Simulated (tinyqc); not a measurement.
Thin film between two gates, subbands and threshold shift from confinement: one step of the calculation.

Undoped body with a flat potential across it, hard walls, transport along x. Three valley pairs (g = 2 each) with the longitudinal mass along x, y or z. Non-parabolicity enters the subband edges through E (1 + al E) = gamma, so E = 2 gamma/(1 + sqrt(1 + 4 al gamma)); motion within a subband is taken as parabolic with the band-edge mass. Energies are counted from the bulk band edge.

Problem. Threshold shift. Each subband has N_k = g sqrt(mx my) m0 kB T/(pi hbar^2); without degeneracy n = exp(EF/Vt) sum N_k exp(-E_k/Vt). Classical value Nc times t, Nc = sum over valleys of 2 g (m m0 kB T/(2 pi hbar^2))^1.5 with m = (mx my mz)^(1/3). Threshold shift dVT = Vt ln(classical value/sum N_k exp(-E_k/Vt)). Use the subbands listed.

Parameters, values chosen for the exercise; masses close to those of silicon:
- T = 300 K (temperature)
- ml = 0.928 m0 (longitudinal mass)
- mt = 0.187 m0 (transverse mass)
- t = 9 nm (film thickness (along z))

Constants: q = 1.602176634e-19 C, kB = 1.380649e-23 J/K, hbar = 1.054571817e-34 J s, m0 = 9.1093837015e-31 kg, Vt = kB T/q. Results are converted to the units shown.

```
subband      E_k (eV)   N_k (cm^-2)
z1       0.0049900794  4.0388985e12
z2        0.019813825  4.0388985e12
x1        0.024524659  8.9973813e12
y1        0.024524659  8.9973813e12
z3        0.044052459  4.0388985e12
z4        0.077070543  4.0388985e12
```

Wanted: shares; sum N_k exp(-E_k/Vt); Nc; classical value; dVT.

Solution.

shares, subband z1 to z4 (%): 25.390  14.310  26.567  26.567  5.603  1.562
sum N_k exp(-E_k/Vt) = 1.3115e13 cm^-2
Nc = 2.7123e19 cm^-3
classical value = 2.4411e13 cm^-2
dVT = 16.061 mV

Program tinyqc, `OMP_NUM_THREADS=1 python tinyqc.py 2350013 2350014 out.jsonl`; Intel Xeon 2.30GHz, shared host, one thread, about 0.06 s.
